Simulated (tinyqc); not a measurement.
## p-i-n power rectifier, conductivity modulation at high injection: forward voltage and stored charge against the high-level lifetime

A drift layer from x = -d to d (2 d = W) between ideal p+ and n+ emitters (no recombination in them). High injection, n = p, ambipolar diffusion with one lifetime; both mobilities scale as (T/300 K)^(-bt).

Triangular field at breakdown with Ec = Kc N^(1/8): BV = eps0 eps_r Ec^2/(2 q N), so N = (eps0 eps_r Kc^2/(2 q BV))^(4/3); W = 2 BV/Ec; mu = mud (T/300 K)^(-bt); rho = 1/(q mu N); ideal resistance rho W. Da = 2 mun mup Vt/(mun + mup), La = sqrt(Da tau), B = (mun - mup)/(mun + mup) with mun = mud (T/300 K)^(-bt), mup likewise; n(x) = (tau J/(2 q La)) [cosh(x/La)/sinh(d/La) - B sinh(x/La)/cosh(d/La)]. Ohmic drop: integral of J/(q (mun + mup) n); diffusion (Dember) drop Vt B ln(n(-d)/n(d)); both junctions together Vt ln(n(-d) n(d)/ni^2), ni = sqrt(Nc Nv) exp(-Eg/(2 Vt)), Eg in volts; V_F = the sum; stored charge q times the integral of n. Integrals on a fine grid. Peak reverse current if all stored charge left in a linear ramp without recombination (an upper bound): sqrt(2 a Q). Rows where n falls below the doping are left out.

Values chosen for this exercise; bulk values close to those of 4H silicon carbide:
- T = 450 K (temperature)
- eps_r = 10 (relative permittivity)
- Kc = 22100 V/cm per (cm^-3)^(1/8) (critical-field constant)
- BV = 6600 V (rated breakdown voltage of the drift layer)
- mud = 828 cm^2/(V s) (drift mobility at 300 K)
- bt = 2.5 (temperature exponent of the drift mobility)
- mup = 108 cm^2/(V s) (hole mobility at 300 K)
- Eg = 3.34 eV (band gap)
- Nc = 3.12e19 cm^-3 (conduction-band density of states at T)
- Nv = 4.59e19 cm^-3 (valence-band density of states at T)
- J = 200 A/cm^2 (forward current density)
- a = 250 A/(cm^2 us) (ramp rate of the current at turn-off)

Constants: q = 1.602176634e-19 C, kB = 1.380649e-23 J/K, Vt = kB T/q, eps0 = 8.8541878128e-14 F/cm where lengths are in cm. Results are converted to the units shown.

The same in every row: J rho W (V) = 26.84.

Forward voltage and stored charge against the high-level lifetime:
columns A: tau (s); B: d/La; C: drift drop, ohmic and diffusion (V); D: junction drops (V); E: V_F (V); F: Q (uC/cm^2); G: sqrt(2 a Q) (A/cm^2); H: lowest n over N
```
A            B         C      D      E      F      G      H
2.4e-7   4.843     4.921  2.893  7.815  48.00  154.9  1.559
5.1e-7   3.323     1.057  2.923  3.981  102.0  225.8  10.45
1.1e-6   2.262    0.3445  2.958  3.303  220.0  331.7  45.92
2.2e-6   1.600    0.1567  2.999  3.155  440.0  469.0  139.2
4.6e-6   1.106   0.07654  3.049  3.125  920.0  678.2  395.9
9.6e-6  0.7658   0.03917  3.101  3.140   1920  979.8   1009
2e-5    0.5306   0.01998  3.154  3.174   4000   1414   2358
4.2e-5  0.3661  0.009917  3.209  3.219   8400   2049   5267
```

What does the comparison show?

V_F goes from 7.81 through a minimum of 3.13 (at tau = 4.6e-6 among the rows listed) to 3.22 V; the drift drop falls from 4.92 to 0.00992 V and the junction drops rise from 2.89 to 3.21 V. The minimum falls at d/La = 1.1: a short lifetime starves the middle of the layer, a long one raises the edge densities and with them the junction drops. Where n exceeds a few 1e17 cm^-3, emitter and Auger recombination, left out here, lower n and change V_F.

Computed by the program tinyqc: `OMP_NUM_THREADS=1 python tinyqc.py 2230064 2230065 out.jsonl`, one thread of a shared Intel Xeon 2.30GHz, about 0.01 s for the whole run.
